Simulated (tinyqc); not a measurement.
Ion-assisted plasma etching: sheath, surface coverage, synergy and aspect-ratio dependence: one step, computed by the program tinyqc.

Radicals adsorb on bare sites; ions remove covered sites with a high yield and bare sites by sputtering; a slow spontaneous reaction acts everywhere, walls included.

Task: Rate at the floor of the feature. Transmission of a long trench, rough form: K = (1 + ln(1 + A))/(1 + A + ln(1 + A)), walls that scatter diffusely without loss. With a loss probability S = s (1 - theta) at the floor, G_b/G_n = K/(K + S - K S); theta follows G_b, and the two are solved together. Ions are taken to reach the floor unshadowed; G_b replaces G_n in every term of the rate; A is depth over width. Steady coverage: s G_n (1 - theta) = x Y G_i theta; removal flux = Y G_i theta + Y_p G_i (1 - theta) + k_c G_n; rate = flux/N, 1 cm/s = 6e8 nm/min.

Inputs (values chosen for the exercise, close to those used for silicon dioxide in a fluorocarbon plasma):

| quantity | value | unit |
|---|---|---|
| gas temperature T_g | 600 | K |
| sticking coefficient s | 0.46 | - |
| radicals per removed unit x | 2 | - |
| spontaneous reaction probability k_c | 2.7e-05 | - |
| solid density N | 2.2e+22 | 1/cm^3 |
| aspect ratio A | 9.7 | - |

Feature: long trench.

yield Y = 2.618869

sputter yield Y_p = 0.09725728

ion flux G_i = 7.054719e+16 1/(cm^2 s)

radical flux G_n = 1.638178e+16 1/(cm^2 s)

vertical rate = 284.1013 nm/min

Give: transmission K; G_b/G_n; coverage at the floor; rate at the floor; floor rate over open-field rate.

Result:

transmission K = 0.25786

G_b/G_n = 0.43246

coverage at the floor = 0.0087423

rate at the floor = 229.54 nm/min

floor rate over open-field rate = 0.80796

The lag is 19 %. Caution: the trench transmission is an interpolation between the limits 1 and ln(A)/A, good to tens of per cent.
